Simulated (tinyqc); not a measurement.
Global model of a low-pressure process discharge: electron temperature, density, ion flux and ion energy: one step, computed by the program tinyqc. Command: `OMP_NUM_THREADS=1 python tinyqc.py 3110105 3110106 out.jsonl plasma walk`. One thread of a shared host (Intel(R) Xeon(R) Processor @ 2.30GHz), about 0.01 s of CPU time with the checks.

Maxwellian electrons with temperature T_e in eV, one positive ion, no negative ions, uniform bulk density n; rate constants have the Arrhenius form.

Question. Geometry factors. n_g = p/(k_B T_g); lambda_i = 1/(n_g sigma); h_L = 0.86/sqrt(3 + L/(2 lambda_i)), h_R = 0.8/sqrt(4 + R/lambda_i); A_eff = 2 pi R^2 h_L + 2 pi R L h_R; d_eff = pi R^2 L/A_eff.

Inputs (values chosen for the exercise, of the order of those of an inductive discharge in a simple atomic gas): ion-neutral cross section = 8.9e-19 m^2; pressure p = 0.17 Pa; gas temperature T_g = 400 K; radius R = 17 cm; height L = 8.4 cm.

Constants: k_B = 1.380649e-23 J/K.

Give: gas density n_g; ion mean free path; h_L; h_R; A_eff; d_eff.

Answer.

gas density n_g = 3.078e+19 1/m^3

ion mean free path = 3.650 cm

h_L = 0.4221

h_R = 0.2719

A_eff = 1010 cm^2

d_eff = 7.548 cm
